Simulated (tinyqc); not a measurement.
Schottky barrier on an n-type semiconductor with a doping step, non-linear Poisson equation by Newton steps: Capacitance-voltage profiling.

One dimension, metal at x = 0, donor density C(x) = N1 for x < x1 and Nd beyond. Energies are counted from the electron Fermi level of the semiconductor and the conduction-band edge is Ec = -psi, so n = Nc exp(psi/Vt); holes follow the Fermi level of the metal, at -V, so p = Nv exp((V - psi - Eg)/Vt). Ends: psi(0) = V - phiB and psi = Vt ln(Nd/Nc) deep inside. Boltzmann statistics, full ionisation, no current, no image force in the Poisson equation.

The Poisson equation d/dx(eps0 eps_r dpsi/dx) = -q (p - n + C) is solved on a mesh of about 1000 nodes or more that ends in neutral material. C_s = q d/dV of the integral of n over x, from the linearised equation. Probed depth w = eps0 eps_r/C_s; apparent doping N_app = C_s^3/(q eps0 eps_r dC_s/dV), the derivative by central differences over +/- 0.02 V.

Inputs (values chosen for the exercise); band and dielectric values close to those of gallium phosphide:
- T = 250 K (temperature)
- Eg = 2.26 eV (band gap)
- eps_r = 11.1 (relative permittivity)
- Nc = 1.37e19 cm^-3 (conduction-band density of states at T)
- Nv = 1.45e19 cm^-3 (valence-band density of states at T)
- Nd = 2e16 cm^-3 (donor density deep in the semiconductor)
- phiB = 1.25 eV (barrier height)
- x1 = 76 nm (depth of the doping step)
- N1 = 1e17 cm^-3 (donor density above the step)

Constants: q = 1.602176634e-19 C, kB = 1.380649e-23 J/K, Vt = kB T/q, eps0 = 8.8541878128e-14 F/cm where lengths are in cm. Results are converted to the units shown.

The same in every row: true C(w) (cm^-3) = 2.00e16.

Results:

| V (V) | C_s (nF/cm^2) | w (nm) | N_app (cm^-3) | \|E_0\| (kV/cm) |
|---|---|---|---|---|
| 0 | 47.1 | 209 | 2.00e16 | 167 |
| -0.33 | 38.9 | 253 | 2.00e16 | 182 |
| -0.67 | 33.8 | 291 | 2.00e16 | 194 |
| -1 | 30.3 | 324 | 2.00e16 | 205 |
| -1.67 | 25.7 | 382 | 2.00e16 | 224 |
| -2 | 24.1 | 408 | 2.00e16 | 232 |
| -2.33 | 22.8 | 432 | 2.00e16 | 240 |
| -2.67 | 21.6 | 455 | 2.00e16 | 248 |
| -3 | 20.6 | 477 | 2.00e16 | 255 |

Estimate the missing row, V = -1.33 V.

Computed row:

| V (V) | C_s (nF/cm^2) | w (nm) | N_app (cm^-3) | \|E_0\| (kV/cm) |
|---|---|---|---|---|
| -1.33 | 27.8 | 354 | 2.00e16 | 214 |

With this row back in the table: C_s falls from 47.1 to 20.6 nF/cm^2 while the probed depth goes from 209 to 477 nm. The apparent doping stays near 2.00e16 cm^-3. It departs most from the true doping at that depth for V = 0 V, where it is 0.049 % below it; so the doping is read well over the depths probed, the small gap being the error of the finite difference in V. The step lies inside the layer that is depleted at zero bias and is not seen.

Program tinyqc, `OMP_NUM_THREADS=1 python tinyqc.py 2020133 2020134 out.jsonl`; Intel Xeon 2.30GHz, shared host, one thread, about 0.1 s.
